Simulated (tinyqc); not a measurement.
# Formation energy of a charged point defect from supercell energies, step by step

A worked calculation. Computed by tinyqc, a small Python program that keeps every step. Command: `OMP_NUM_THREADS=1 python tinyqc.py 3021768 3021769 out.jsonl formation walk`. One thread of a shared host (Intel(R) Xeon(R) Processor @ 2.30GHz), about 0.01 s of CPU time with the checks. Intermediate numbers are printed to about 6 digits and carried at full precision; extremes and crossings named in words are read from the listed rows.

The host is a compound AB. Making the defect adds n_A = -1, n_B = 0 atoms to the cell. All total energies are inputs. E_F is counted from the valence-band maximum (VBM); x = 0 is A-rich and x = 1 B-rich growth.

Inputs (values chosen for the exercise, for a model compound AB): gap E_g = 3.66 eV; E_VBM of the host cell = 3.924 eV; potential alignment dV = 0.1 eV; dielectric constant eps = 6.77; cell length L = 14.2 angstrom; mu_A of the pure element = -5.154 eV; formation enthalpy dH of AB = -2.52 eV; growth condition x = 0.23; Fermi level E_F = 1.21 eV; temperature T = 1400 K; site density N_s = 4.9e+22 cm^-3.

Defect: vacancy of A. Supercell lattice: fcc.

charge states q: [2, 1, 0]

E(defect, q) - E(host), in the order of q (eV): [-1.344, 4.557, 10.161]

Constants: e^2/(4 pi eps_0) = 14.39964548 eV angstrom; k_B = 8.617333262e-05 eV/K.

## Chemical potentials

dmu_A = x dH and dmu_B = (1 - x) dH, so that dmu_A + dmu_B = dH; mu = mu(element) + dmu. The reservoir term is sum n_i mu_i.

dmu_A = -0.5796 eV

dmu_B = -1.9404 eV

sum n_i mu_i = 5.7336 eV

## Image-charge corrections

Image-charge correction of a point charge in a neutralising background: E_corr = q^2 alpha e^2/(4 pi eps_0) / (2 eps L), alpha = 2.888282 for a fcc array with L the cube root of the volume.

E_corr (eV): (q=+2) 0.865256, (q=+1) 0.216314, (q=0) 0.000000

## Formation energies at E_F = 0

E_f(q, E_F) = [E(defect, q) - E(host)] - sum n_i mu_i + q (E_VBM + dV + E_F) + E_corr(q).

E_f(q, 0) (eV): (q=+2) 1.83566, (q=+1) 3.06371, (q=0) 4.42740

## Transition levels and the lower envelope

eps(q/q') = [E_f(q', 0) - E_f(q, 0)]/(q - q'). U of state q is eps(q/q-1) - eps(q+1/q). The stable state at each E_F is the lowest line E_f(q, 0) + q E_F.

One-electron levels above the VBM (eV):
```
level     energy  U of the state between this level and the next
(+2/+1)  1.22806                                        0.135628
(+1/0)   1.36369                                               -
```

Stable states:
```
q   from E_F (eV)  to E_F (eV)
+2        0.00000      1.22806
+1        1.22806      1.36369
0         1.36369      3.66000
```

Stable in the gap, from the VBM up: +2, +1, 0.

## The first and the last level

eps(q/q-1) = E_f(q - 1, 0) - E_f(q, 0).

level (+2/+1) = 1.22806 eV

level (+1/0) = 1.36369 eV

## Concentrations at the given E_F and T

E_f(q, E_F) = E_f(q, 0) + q E_F. c_q = N_s exp(-E_f(q, E_F)/k_B T), with all degeneracy factors one and no vibrational entropy.

Charge states:
```
q   E_f (eV)  c_q (cm^-3)     share
+2   4.25566  2.34699e+07  0.475776
+1   4.27371  2.02071e+07  0.409633
0    4.42740  5.65272e+06  0.114591
```

lowest formation energy = 4.25566 eV

total concentration = 4.93296e+07 cm^-3

mean charge = 1.36119 e

State +2 holds 47.6 % of the defects.

## Fermi level and growth conditions

Each entry is the lowest E_f over q.

Lowest formation energy (eV):
```
E_F (eV)  stable q  A-rich, x = 0  x = 0.5  B-rich, x = 1
0.000           +2        2.41526  1.15526       -0.10474
0.458           +2        3.33126  2.07126        0.81126
0.915           +2        4.24526  2.98526        1.72526
1.372            0        5.00700  3.74700        2.48700
1.830            0        5.00700  3.74700        2.48700
2.288            0        5.00700  3.74700        2.48700
2.745            0        5.00700  3.74700        2.48700
3.202            0        5.00700  3.74700        2.48700
3.660            0        5.00700  3.74700        2.48700
```

Going from A-rich to B-rich growth shifts every line by -2.520 eV and moves no transition level. The slope of the envelope is the stable charge, so E_f is highest in the rows from E_F = 1.37 to 3.66 eV, where the neutral state is stable: the defect forms most easily in p-type material. Under B-rich growth E_f turns negative for part of the gap, so in equilibrium E_F cannot enter that part.

## What the corrections do to the levels

Levels eps(q/q-1) with the terms q dV and E_corr left out or kept.

Levels above the VBM (eV):
```
level      raw  with alignment  with image charge  with both
(+2/+1)  1.977         1.87700            1.32806    1.22806
(+1/0)   1.680         1.58000            1.46369    1.36369
```

Alignment moves every level by -dV = -0.100 eV. The image term moves eps(q/q-1) by (1 - 2q) E_corr(1): (+2/+1) by -0.649, (+1/0) by -0.216 eV, donor levels down and acceptor levels up. It adds 2 E_corr(1) = 0.433 eV to every U, which turns an apparent negative U of the raw energies into a positive one.

Checks made by the program: envelope against a direct minimum on a grid (relative difference below 1e-10).
